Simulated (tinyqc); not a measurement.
CCSD on RHF in the 3-21g basis, for H2, spin multiplicity 1, step by step. One step of it, computed by the program tinyqc.

Problem. Iteration 1: building the Fock matrix. J_ij = sum D_kl (ij|kl), K_ij = sum D_kl (ik|jl); F = H + J - 0.5 K; E = tr D H + tr D J / 2 - 0.25 tr D K + E_nn.

D at the start, order 1H 1s, 1H 2s, 2H 1s, 2H 2s:
$$\begin{pmatrix}
0.205841 & 0.287143 & -0.010621 & 0.002571 \\
0.287143 & 0.402031 & 0.002571 & 0.027918 \\
-0.010621 & 0.002571 & 0.205841 & 0.287143 \\
0.002571 & 0.027918 & 0.287143 & 0.402031
\end{pmatrix}$$

core Hamiltonian H = T + V (hartree), order 1H 1s, 1H 2s, 2H 1s, 2H 2s:
$$\begin{pmatrix}
-0.815784 & -0.896174 & -0.638804 & -0.703988 \\
-0.896174 & -0.934962 & -0.703988 & -0.833857 \\
-0.638804 & -0.703988 & -0.815784 & -0.896174 \\
-0.703988 & -0.833857 & -0.896174 & -0.934962
\end{pmatrix}$$

Two-electron integrals (ij|kl) in chemists' order, unique and non-zero (hartree):
```
(11|11) 1.140145   (21|11) 0.611403   (21|21) 0.345152   (22|11) 0.626370
(22|21) 0.380329   (22|22) 0.482957   (31|11) 0.306620   (31|21) 0.174959
(31|22) 0.195299   (31|31) 0.116459   (32|11) 0.303585   (32|21) 0.184167
(32|22) 0.230204   (32|31) 0.130086   (32|32) 0.166905   (33|11) 0.624179
(33|21) 0.387465   (33|22) 0.501217   (33|31) 0.306620   (33|32) 0.418326
(33|33) 1.140145   (41|11) 0.418326   (41|21) 0.237129   (41|22) 0.263104
(41|31) 0.130086   (41|32) 0.140078   (41|33) 0.303585   (41|41) 0.166905
(42|11) 0.473933   (42|21) 0.289740   (42|22) 0.374320   (42|31) 0.166305
(42|32) 0.207871   (42|33) 0.473933   (42|41) 0.207871   (42|42) 0.311747
(43|11) 0.387465   (43|21) 0.239418   (43|22) 0.311624   (43|31) 0.174959
(43|32) 0.237129   (43|33) 0.611403   (43|41) 0.184167   (43|42) 0.289740
(43|43) 0.345152   (44|11) 0.501217   (44|21) 0.311624   (44|22) 0.420854
(44|31) 0.195299   (44|32) 0.263104   (44|33) 0.626370   (44|41) 0.230204
(44|42) 0.374320   (44|43) 0.380329   (44|44) 0.482957
```

nuclear repulsion = 0.64691591 hartree

Give: Coulomb J; exchange K; Fock matrix F; total energy of this density.

Solution.

Coulomb J (hartree), order 1H 1s, 1H 2s, 2H 1s, 2H 2s:
$$\begin{pmatrix}
1.414 & 0.834 & 0.492 & 0.599 \\
0.834 & 1.012 & 0.599 & 0.845 \\
0.492 & 0.599 & 1.414 & 0.834 \\
0.599 & 0.845 & 0.834 & 1.012
\end{pmatrix}$$

exchange K (hartree), order 1H 1s, 1H 2s, 2H 1s, 2H 2s:
$$\begin{pmatrix}
0.900 & 0.769 & 0.555 & 0.656 \\
0.769 & 0.782 & 0.656 & 0.735 \\
0.555 & 0.656 & 0.900 & 0.769 \\
0.656 & 0.735 & 0.769 & 0.782
\end{pmatrix}$$

Fock matrix F (hartree), order 1H 1s, 1H 2s, 2H 1s, 2H 2s:
$$\begin{pmatrix}
0.148 & -0.447 & -0.424 & -0.433 \\
-0.447 & -0.314 & -0.433 & -0.357 \\
-0.424 & -0.433 & 0.148 & -0.447 \\
-0.433 & -0.357 & -0.447 & -0.314
\end{pmatrix}$$

total energy of this density = -0.79163 hartree

This density is the starting one; it is not idempotent, so its energy is not variational and may lie below the converged one.
